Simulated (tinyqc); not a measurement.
Energy relaxation with and without hot phonons: decay of LO phonons and the hot-phonon bottleneck in the cooling of electrons. Computed by tinyqc, a small Python program. Command: `OMP_NUM_THREADS=1 python tinyqc.py 3022267 3022268 out.jsonl hotphonon walk`. One thread of a shared host (Intel(R) Xeon(R) Processor @ 2.30GHz), about 0.01 s of CPU time with the checks.

n(E, T) = 1/(exp(E/(k_B T)) - 1) is the Bose occupation. Electrons have a temperature T_e; the LO modes within their reach share one occupation N; the decay products stay at the lattice temperature.

Inputs (values chosen for the exercise, modelled on silicon carbide):
```
quantity                                             value    unit
LO energy hbar omega                                   120     meV
lifetime at T = 0, tau_0                               4.9      ps
share f of the energy in the softer product           0.39       -
lattice temperature T                                  300       K
electron mass m*                                      0.34     m_0
eps_inf                                                6.4       -
static dielectric constant eps_s                      9.85       -
electron density n                                 1.1e+19  1/cm^3
density of LO modes that the electrons reach, N_m  8.5e+18  1/cm^3
```

Decay channel: two unequal phonons (Ridley).

Constants: k_B = 8.617333262e-05 eV/K; c = 299792458 m/s; e^2/(4 pi eps_0) = 14.39964548 eV angstrom; hbar^2/(2 m_0) = 3.80998212 eV angstrom^2; hbar = 6.582119569e-16 eV s; e = 1.602176634e-19 C; k_B = 1.380649e-23 J/K.

Method:
- Decay rate 1/tau = (1/tau_0) [1 + n(f hbar omega) + n((1 - f) hbar omega)].
- Full width Gamma = 1/(2 pi c tau) in 1/cm, c in cm/s.
- Froehlich coupling alpha = (e^2/(4 pi eps_0)) (1/eps_inf - 1/eps_s) k_0/(2 hbar omega), k_0 = sqrt(m* hbar omega/(hbar^2/(2 m_0))); emission time tau_sp = hbar/(2 alpha hbar omega); bottleneck ratio r = (n/N_m) tau/tau_sp.
- Net emission per electron: [(N + 1) x - N]/tau_sp with x = exp(-hbar omega/(k_B T_e)), a simple two-level balance; steady state of the modes: n [(N + 1) x - N]/tau_sp = N_m (N - N_0)/tau; power per electron P = hbar omega [(N + 1) x - N]/tau_sp.
- P(T_e) = (hbar omega/tau_sp) [(N_0 + 1) x - N_0]/[1 + r (1 - x)], and r = 0 without hot phonons; energy relaxation time tau_E = (3/2) k_B (T_e - T)/P.

emission time tau_sp = 8.07128 fs

equilibrium LO occupation N_0 = 0.00973410

bottleneck ratio r = 624.411

phonon lifetime tau = 3.89439 ps

Cooling:
```
T_e (K)  P, cold phonons (nW)  P, hot phonons (nW)   ratio  tau_E (ps)         N
330                    12.173             0.019754  616.23      31.452  0.014912
380                    38.422             0.063048  609.42      26.278  0.026261
450                    85.760              0.14362  597.13      21.630  0.047382
600                    212.97              0.37754  564.10      16.456   0.10870
800                    398.69              0.77283  515.89      13.399   0.21232
1100                   655.02               1.4577  449.34      11.366   0.39185
1600                   984.15               2.7044  363.90      9.9550   0.71865
2300                   1289.7               4.5316  284.59      9.1401    1.1976
```

What follows from these numbers?

Reabsorption cuts the loss by a factor 616 at the lowest T_e and 285 at the highest; the factor is 1 + r (1 - x) with r = 624. tau_E runs from 31 to 9.1 ps, with its shortest value, 9.1 ps, at T_e = 2300 K, against tau_sp = 8.1 fs and a phonon lifetime of 3.9 ps. For r (1 - x) much above 1 the loss tends to hbar omega (N_m/n)(n(hbar omega, T_e) - N_0)/tau, in which tau_sp no longer appears. Pauli blocking is left out, as are upper valleys and non-parabolic bands, which can matter above about 1000 K.

Extremes, crossings and ranges named in words are read from the listed rows.
